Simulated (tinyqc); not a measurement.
# Gap and radiative efficiency from Jsc and Voc

Problem. Photon flux above E from a black body at temperature T into a hemisphere: Phi(E, T) = A sum_k exp(-k E/th)[E^2 th/k + 2 E th^2/k^2 + 2 th^3/k^3], k = 1, 2, ..., with th = kB T/q in eV and A = 2 pi q^3/(h^3 c^2). A cell with a sharp absorption edge has Jsc = q fs X Phi(Eg, Ts) and Voc = Vt ln(1 + Jsc/J0), J0 = q ge Phi(Eg, T)/ERE. Find Eg and ERE.

Inputs (values chosen for the exercise): cell temperature T = 300 K; temperature of the black-body sun Ts = 7000 K; share of the hemisphere filled by the sun fs = 2.16e-5; concentration X = 10; number of faces that emit ge = 2.

Constants: q = 1.602176634e-19 C, kB = 1.380649e-23 J/K, h = 6.62607015e-34 J s, c = 299792458 m/s, Vt = kB T/q. Results are converted to the units shown.

Jsc = 771.945562 mA/cm^2
Voc = 1.28539370 V

Solution. Phi falls steadily with E, so Jsc fixes Eg; Voc gives J0, and its ratio to the radiative dark current is 1/ERE.

Eg = 1.61 eV
ERE = 0.0100

tinyqc, about 0.01 s, one thread, Intel Xeon 2.30GHz (shared host): `OMP_NUM_THREADS=1 python tinyqc.py 2820111 2820112 out.jsonl`
